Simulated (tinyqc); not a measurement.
How far the derived k.p bands hold: k.p values derived from sp3s* tight binding at Gamma.

sp3s* tight binding, nearest neighbours only: anion (a) at 0, cation (c) at a/4 (1,1,1), orbitals s, px, py, pz, s* on each; k in units of 2 pi/a. With phases e_j = exp(i (pi/2) k.n_j) for n = (1,1,1), (1,-1,-1), (-1,1,-1), (-1,-1,1): g0 = (e1+e2+e3+e4)/4, g1 = (e1+e2-e3-e4)/4, g2 = (e1-e2+e3-e4)/4, g3 = (e1-e2-e3+e4)/4. The diagonal holds the levels Esa, Epa, Exa (s*) and Esc, Epc, Exc. Anion-cation block: <sa|sc> = Vss g0; <sa|xc> = Vsapc g1; <xa|sc> = -Vscpa g1; <xa|xc> = Vxx g0; <xa|yc> = <ya|xc> = Vxy g3, <xa|zc> = <za|xc> = Vxy g2, <ya|zc> = <za|yc> = Vxy g1; <s*a|xc> = Vxapc g1; <xa|s*c> = -Vpaxc g1; y and z take g2 and g3 in place of g1; s-s* and s*-s* vanish.

Constants: hbar^2/2m0 = 3.80998211 eV angstrom^2.

Values chosen for the exercise (near a published set for GaSb, fitted to gaps, whose masses and valley positions are rough; the results hold for these values, not for the real material):
- a = 6.097 angstrom (lattice constant)
- Esa = -7.292 eV (s level of the anion)
- Epa = 0.858 eV (p level of the anion)
- Esc = -3.904 eV (s level of the cation)
- Epc = 2.905 eV (p level of the cation)
- Exa = 6.606 eV (s* level of the anion)
- Exc = 5.979 eV (s* level of the cation)
- Vss = -6.179 eV (s-s)
- Vxx = 1.576 eV (px-px)
- Vxy = 4.129 eV (px-py)
- Vsapc = 4.968 eV (s anion, p cation)
- Vscpa = 4.678 eV (s cation, p anion)
- Vxapc = 5.001 eV (s* anion, p cation)
- Vpaxc = 4.23 eV (p anion, s* cation)

Couplings:
```
pair       P (eV angstrom)  E(first) - E(second) (eV)
S+ to P-          -7.17375                    0.80669
S+ to P+           1.33073                   -2.95168
S- to P-           0.92744                  -12.00732
s*a to P-         -3.63722                    6.60368
s*c to P-          5.66626                    5.97668
```

mass = 0.06771 m0

L, M, N (eV angstrom^2): -69.5636  -9.0037  -73.5928

Along [100]: level 5 and level 2 of the full matrix against parabolas c k^2/m and L k^2, and against the two-level form that keeps S+ and the x state of P- exactly, [[EG + (c/m - P^2/EG) k^2, P k], [P k, (L + P^2/EG) k^2]]. Energies from Ev.

Levels (eV):
```
k (1/angstrom)  c: full  c: parabola  c: two-level  v: full  v: parabola  v: two-level
0.02             0.8284       0.8292        0.8285  -0.0271      -0.0278       -0.0271
0.04             0.8863       0.8967        0.8866  -0.1008      -0.1113       -0.1011
0.06             0.9659       1.0093        0.9671  -0.2070      -0.2504       -0.2083
0.09             1.1022       1.2625        1.1070  -0.4030      -0.5635       -0.4080
0.12             1.2409       1.6170        1.2530  -0.6251      -1.0017       -0.6377
0.16             1.4133       2.2473        1.4426  -0.9452      -1.7808       -0.9761
0.20             1.5623       3.0576        1.6188  -1.2827      -2.7825       -1.3437
0.30             1.8065       5.8712        1.9817  -2.1674      -6.2607       -2.3712
```

The conduction parabola stays within 10 meV up to k = 0.02 and the two-level form up to 0.09; for the light valence band, 0.02 and 0.09 (1/angstrom, among these rows; a dash would mean not even the first). At 0.2 the errors are +1495 and +57 meV for the conduction band. Keeping the strongest coupling exactly removes most of that error; the rest comes from higher bands and from the lattice.

(tinyqc, `OMP_NUM_THREADS=1 python tinyqc.py 1450705 1450706 out.jsonl`, Intel(R) Xeon(R) Processor @ 2.30GHz, 1 thread, shared host, about 0.01 s.)
